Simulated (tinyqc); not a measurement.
From results back to parameters: thresholds of impact ionisation and Auger recombination from band masses. Three cases, with inputs chosen for the exercise.

Problem. For parabolic bands the thresholds of impact ionisation are Eg (1 + 2 mu)/(1 + mu) for electrons and Eg (2 + mu)/(1 + mu) for heavy holes, mu = me/mh. Both are given.

Case 1.

thresholds for electrons and holes (eV): 0.243227  0.464773

Case 2.

thresholds for electrons and holes (eV): 1.774872  2.944128

Case 3.

thresholds for electrons and holes (eV): 1.690307  2.824693

Find: Eg; mu.

Solution. The sum is 3 Eg; mu = (E_e - Eg)/(2 Eg - E_e).

Case 1.

Eg = 0.236 eV
mu = 0.0316

Case 2.

Eg = 1.573 eV
mu = 0.1472

Case 3.

Eg = 1.505 eV
mu = 0.1404

Computed by tinyqc, one run a case: `OMP_NUM_THREADS=1 python tinyqc.py N N+1 out.jsonl` with N = 1850069, 1850086, 1850090; one thread of a shared Intel(R) Xeon(R) Processor @ 2.30GHz, about 0.01 s a run at most.
